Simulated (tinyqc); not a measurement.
Deep level as a short-range spherical well, step by step. Values are carried at full precision from step to step, so a last printed digit may differ when a step is redone from the rounded ones.

A spherical well of radius R and depth V0 below the conduction edge, one mass m, c = hbar^2/2m0. The s level at binding Et solves k cot(k R) = -kappa with k = sqrt(m (V0 - Et)/c), kappa = sqrt(m Et/c); it exists for V0 > Vc = c (pi/2R)^2/m. Outside, psi falls as exp(-kappa r)/r.

Constants: hbar^2/2m0 = 3.80998211 eV angstrom^2; fine-structure constant alpha = 0.007297352564; hc = 1239.841984 eV nm; kB = 8.617333262e-05 eV/K; hbar = 6.58211957e-16 eV s.

Inputs chosen for the exercise (near those of Ge; the results hold for these values, not for the real material):

| symbol | value | unit | meaning |
|---|---|---|---|
| R | 2.8 | angstrom | radius of the well |
| V0 | 13.19 | eV | depth of the well |
| m | 0.122 | m0 | mass |
| n_r | 4.08 |  | refractive index |
| gv | 4 |  | valleys |
| sn | 0.2 | x 1e-16 cm^2 | capture cross-section |
| T | 150 | K | temperature |

## The bound level

Solve for Et; the share outside is [sin^2(kR)/(2 kappa)]/[sin^2(kR)/(2 kappa) + R/2 - sin(2kR)/(4k)].

Et = 0.5690 eV
k = 0.6357 1/angstrom
kappa = 0.1350 1/angstrom
share outside = 0.694
Vc = 9.828 eV

The well is 1.34 times the critical depth. Since dEt/dV0 equals the share inside, 0.31, a 1 % change of V0 moves Et by 7.1 %. The decay length is 7.4 angstrom, 2.6 times R.

## Peak of the photo-ionisation cross-section

Lucovsky model (delta well, plane-wave final states, no local-field factor): sigma = (32 pi alpha c/(3 n_r m Et)) (x - 1)^(3/2)/x^3, x = h nu/Et, c = hbar^2/2m0; 1 angstrom^2 = 1e-16 cm^2.

The maximum lies at x = 2. Give the photon energy, its wavelength and sigma there.

h nu = 1.138 eV
wavelength = 1090 nm
sigma = 41.1 x 1e-18 cm^2

With 69 % of the state outside the well the delta-well form is a fair model. The level lies in the lower half of the host gap, so the peak is above the band edge and exchange with the valence band, left out, would compete.

## Thermal emission

Thermal emission e = sn v Nc exp(-Et/kB T), v = sqrt(6 c kB T/m)/hbar, Nc = 2 gv (m kB T/(4 pi c))^(3/2), c = hbar^2/2m0, one mass for both, degeneracy ratio 1; 1 angstrom = 1e-8 cm.

Give v, Nc, e and 1/e.

v = 2.364 x 1e7 cm/s
Nc = 1.512 x 1e18/cm^3
e = 5.46e-11 1/s
1/e = 1.83e+10 s

## Checks

- Et from the radial equation on a grid against the matching condition, eV: both 0.57.

Run: tinyqc, `OMP_NUM_THREADS=1 python tinyqc.py 1251828 1251829 out.jsonl`; Intel(R) Xeon(R) Processor @ 2.30GHz, one thread, shared host; about 0.01 s of CPU time with all checks.
